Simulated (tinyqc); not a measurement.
A spin-degenerate level with charging energy between two leads, rate equations: one step of the calculation.

States 0, up, down and 2 with energies 0, e1 - Ez/2, e1 + Ez/2 and 2 e1 + U. mu_L = +V/2, mu_R = -V/2 (meV), f(x) = 1/(1 + exp(x/kB T)). A transition that adds one electron of given spin at the energy E has the rate G f(E - mu) from each lead, and its reverse G [1 - f(E - mu)]. I counts electrons leaving the left lead, times q.

Problem. Transition energies and Fermi factors. Transition energies: 0-up e1 - Ez/2, 0-down e1 + Ez/2, up-2 e1 + U + Ez/2, down-2 e1 + U - Ez/2.

Parameters, values chosen for the exercise:
- U = 7.9 meV (charging energy of the second electron)
- e1 = 2.81 meV (level)
- T = 3.9 K (temperature)
- V = 2 mV (bias)
- Ez = 0 meV (Zeeman splitting)

Constants: q = 1.602176634e-19 C, kB = 1.380649e-23 J/K, Vt = kB T/q. Results are converted to the units shown.

Wanted: E; fL; fR.

Solution.

```
transition  E (meV)  fL (1e-3)  fR (1e-5)
0-up          2.810     4.5608     1.1927
0-down        2.810     4.5608     1.1927
up-2         10.710     0.0000     0.0000
down-2       10.710     0.0000     0.0000
```

Range of the model: Rate equations need hbar G well below kB T; cotunnelling and the Kondo effect are left out.

Program tinyqc, `OMP_NUM_THREADS=1 python tinyqc.py 2780121 2780122 out.jsonl`; Intel Xeon 2.30GHz, shared host, one thread, about 0.01 s.
